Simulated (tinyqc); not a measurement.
What a measurement delay does to the time exponent: bias-temperature instability from a Gaussian distribution of capture and emission barriers. Computed by tinyqc, a small Python program. Command: `OMP_NUM_THREADS=1 python tinyqc.py 3010818 3010819 out.jsonl bti walk`. One thread of a shared host (Intel(R) Xeon(R) Processor @ 2.30GHz), about 0.01 s of CPU time with the checks.

Each trap has a capture time tau_0 exp(E_c/(k_B T)) under stress and an emission time tau_0 exp(E_e/(k_B T)) after it. E_c is Gaussian, and E_e = E_c + d with d Gaussian and independent. A trap counts as filled once t_s exceeds its capture time and as emptied once t_r exceeds its emission time.

Inputs (values chosen for the exercise, for a model p-channel transistor):
```
quantity,value,unit
shift with all traps filled V_max,70,mV
mean capture barrier at zero field mu_c,1.8,eV
spread of capture barriers sigma_c,0.29,eV
lowering of mu_c per field k_F,0.033,eV/(MV/cm)
oxide field F,6.1,MV/cm
"mean of E_e - E_c at the stress field, delta",-0.26,eV
"spread of E_e - E_c, sigma_d",0.17,eV
time constant tau_0,2e-09,s
temperature T,150,C
stress time t_s,3,s
```

Constants: k_B = 8.617333262e-05 eV/K.

Method:
- Demarcation energies E_s = k_B T ln(t_s/tau_0), E_r = k_B T ln(t_r/tau_0); mean barrier mu = mu_c - k_F F; z = (E_s - mu)/sigma_c; Phi is the standard normal distribution.
- Temperatures in kelvin are T(C) + 273.15.
- Shift without recovery dV0 = V_max Phi(z); local time exponent n = d ln dV0/d ln t_s = (k_B T/sigma_c) exp(-z^2/2)/(sqrt(2 pi) Phi(z)); apparent activation energy n E_s.
- Remaining shift dV = V_max int_(-infinity)^(E_s) g(E_c) [1 - Phi((E_r - E_c - delta)/sigma_d)] dE_c, g the Gaussian density of E_c (Gauss-Legendre, 120 points over 7 sigma_c below E_s).
- Columns: no delay, and delays of 1 us, 1 ms and 1 s.

mean barrier mu = 1.5987 eV

Shift (mV):
```
t_s (s),no delay,1 us,1 ms,1 s
1.00e+00,0.096,0.078,3.0585e-02,2.9158e-03
1.00e+01,0.239,0.215,1.1512e-01,1.8366e-02
1.00e+02,0.551,0.521,3.5260e-01,8.8804e-02
1.00e+03,1.174,1.142,9.0431e-01,3.3525e-01
1.00e+04,2.322,2.289,2.0001e+00,1.0096e+00
1.00e+05,4.269,4.236,3.9179e+00,2.4890e+00
1.00e+06,7.306,7.273,6.9429e+00,5.1716e+00
1.00e+07,11.665,11.632,1.1298e+01,9.3268e+00
```

Between 10 and 1000 s the apparent exponent is 0.345 without delay, 0.363 at 1 us, 0.448 at 1 ms and 0.631 at 1 s: a slow measurement loses more of a short stress than of a long one, which steepens the curve. Without delay the exponent falls from 0.395 to 0.203 over the table, so the growth is not a true power law. Caution: step-function filling and one Gaussian population are simplifications; real devices show several populations.
